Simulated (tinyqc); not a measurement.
Electron mobility in a silicon inversion layer, empirical terms and Matthiessen rule: effect of the temperature.

Inversion layer of sheet density Ns on a uniformly doped body. The mobility terms are empirical power laws with prefactors chosen for the exercise; adding their inverses (Matthiessen) is itself an approximation.

Nc and Nv are given at 250 K and scale as (T/250 K)^1.5; Eg is fixed. ni = sqrt(Nc Nv) exp(-Eg/(2 Vt)), Eg in volts; Ndep = sqrt(2 eps0 eps_r Nb (2 Vt ln(Nb/ni) + Vsb)/q); E = q (Ndep + eta Ns)/(eps0 eps_r), in MV/cm. With t = T/(300 K): muC = Ac (Ns/1e12 cm^-2) t/(Nb/1e17 cm^-3 + Nit/1e11 cm^-2), muP = Ap E^(-1/3) t^(-1.75), muS = As E^(-gs); 1/mu is the sum of the inverses.

Parameters, values chosen for the exercise; material values close to those of silicon:
- Eg = 1.13 eV (band gap)
- eps_r = 11.7 (relative permittivity of the semiconductor)
- Nc = 2.15e19 cm^-3 (conduction-band density of states at the reference temperature)
- Nv = 2.05e19 cm^-3 (valence-band density of states at the reference temperature)
- Nb = 4e17 cm^-3 (body doping)
- Vsb = 0.3 V (reverse body bias)
- eta = 0.5 (weight of the inversion charge in the effective field)
- Ap = 413 cm^2/(V s) (phonon-limited mobility at 1 MV/cm and 300 K)
- As = 1010 cm^2/(V s) (roughness-limited mobility at 1 MV/cm)
- gs = 2 (exponent of the roughness term)
- Ac = 1500 cm^2/(V s) (Coulomb prefactor)
- Nit = 4.7e10 cm^-2 (charge at the interface)
- Ns = 1.4e12 cm^-2 (inversion density)

Constants: q = 1.602176634e-19 C, kB = 1.380649e-23 J/K, Vt = kB T/q, eps0 = 8.8541878128e-14 F/cm where lengths are in cm. Results are converted to the units shown.

Effect of the temperature:
```
T (K)	E (MV/cm)	muC (cm^2/(V s))	muP (cm^2/(V s))	muS (cm^2/(V s))	mu (cm^2/(V s))
120	0.5201	187.9	2553	3734	167.2
160	0.5153	250.6	1548	3803	204.1
200	0.5101	313.2	1051	3882	227.2
250	0.5030	391.5	714.5	3992	237.8
300	0.4954	469.8	522.0	4116	233.2
350	0.4872	548.1	400.8	4255	219.6
400	0.4786	626.4	319.1	4410	201.8
450	0.4695	704.7	261.4	4583	183.0
```

As T goes from 120 to 450 K, E falls from 0.520 to 0.469 MV/cm and mu goes from 167 through a maximum of 238 (at T = 250 K among the rows listed) to 183 cm^2/(V s). The smallest term is the Coulomb one in the first row and the phonon one in the last. Coulomb scattering weakens and phonon scattering grows with T, hence the maximum. For T = 120 to 160 K dopant freeze-out and degenerate screening, left out here, matter.

tinyqc, about 0.01 s, one thread, Intel Xeon 2.30GHz (shared host): `OMP_NUM_THREADS=1 python tinyqc.py 2510036 2510037 out.jsonl`
